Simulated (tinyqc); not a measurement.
# Weibull analysis of times to dielectric breakdown, with area scaling, step by step

Numbers from tinyqc (`OMP_NUM_THREADS=1 python tinyqc.py 2070163 2070164 out.jsonl`; about 0.01 s on one thread of a shared Intel Xeon 2.30GHz). Printed values are rounded.

Breakdown times follow F(t) = 1 - exp(-(t/t63)^beta). The 9 times below were drawn at random from beta = 0.8, t63 = 320 s and are treated as data; all samples failed.

Inputs (values chosen for the exercise):
```
symbol  value  unit                           meaning
A1       1200  um^2          area of a test capacitor
A2      8.3e5  um^2          gate area of the product
Fp      0.001        allowed share of failed products
```

## Median ranks and the Weibull scale

| i | t (s) |
|---|---|
| 1 | 10.8 |
| 2 | 22.8 |
| 3 | 76.4 |
| 4 | 238 |
| 5 | 529 |
| 6 | 561 |
| 7 | 563 |
| 8 | 567 |
| 9 | 1010 |

F_i = (i - 0.3)/(n + 0.4) for the sorted times, W_i = ln(-ln(1 - F_i)).

| i | F | W | ln t |
|---|---|---|---|
| 1 | 0.0744681 | -2.558941 | 2.379546 |
| 2 | 0.1808511 | -1.611994 | 3.126761 |
| 3 | 0.2872340 | -1.082929 | 4.335983 |
| 4 | 0.3936170 | -0.692660 | 5.472271 |
| 5 | 0.5000000 | -0.366513 | 6.270988 |
| 6 | 0.6063830 | -0.070018 | 6.329721 |
| 7 | 0.7127660 | 0.221108 | 6.333280 |
| 8 | 0.8191489 | 0.536541 | 6.340359 |
| 9 | 0.9255319 | 0.954505 | 6.917706 |

## Straight-line fit

W = ln(-ln(1 - F)) is the Weibull ordinate of each ranked failure. Least squares of W on ln t: beta = sum (x - mean x)(W - mean W)/sum (x - mean x)^2 with x = ln t, and ln t63 = mean x - mean W/beta.

beta = 0.6532669
t63 = 433.9653 s

beta is 18 % below the value that made the data and t63 36 % above it.

## Iteration 1: likelihood estimate of beta

beta at the start = 0.65

Maximum likelihood: a(beta) = 1/beta with a = sum t^beta ln t/sum t^beta - mean ln t. Fixed-point step: beta(new) = 1/a(beta).

beta after iteration 1 = 1.099630

## Iteration 2: likelihood estimate of beta

As before.

beta after iteration 2 = 0.9005696

## Course of the iteration

Stop when beta changes by less than 1e-9, or after 40 iterations.

Course of the iteration:

| iteration | beta | change |
|---|---|---|
| 1 | 1.099630 | 0.450 |
| 2 | 0.9005696 | 0.199 |
| 3 | 0.9601363 | 0.0596 |
| 4 | 0.9392906 | 0.0208 |
| 5 | 0.9462329 | 6.94e-3 |
| 6 | 0.9438811 | 2.35e-3 |
| 7 | 0.9446733 | 7.92e-4 |
| 8 | 0.9444059 | 2.67e-4 |
| 9 | 0.9444961 | 9.02e-5 |
| ... | ... | ... |
| 12 | 0.9444725 | 3.46e-6 |
| 13 | 0.9444737 | 1.17e-6 |
| 14 | 0.9444733 | 3.94e-7 |
| 15 | 0.9444734 | 1.33e-7 |
| 16 | 0.9444734 | 4.48e-8 |
| 17 | 0.9444734 | 1.51e-8 |
| 18 | 0.9444734 | 5.10e-9 |
| 19 | 0.9444734 | 1.72e-9 |
| 20 | 0.9444734 | 5.80e-10 |

Converged in 20 iterations. The plain step multiplies the error by -v beta^2 = -0.34.

## Scale parameter and projection to the product

converged beta = 0.9444734

t63 = (mean of t^beta)^(1/beta). Defects are spread at random, so -ln(1 - F) is proportional to the area: t63(A2) = t63 (A1/A2)^(1/beta), and the time to the share Fp is t63(A2) (-ln(1 - Fp))^(1/beta).

t63 = 389.1809 s
t63 of the product = 0.3830840 s
time to Fp = 2.553587e-4 s
decades lost against t63 = 6.183001

The straight-line values give 4.99e-7 s for the time to Fp and the values that made the data 1.61e-5 s: with 9 samples beta is uncertain by about 0.78/sqrt(n) = 26 %, and the projection hangs on 1/beta.
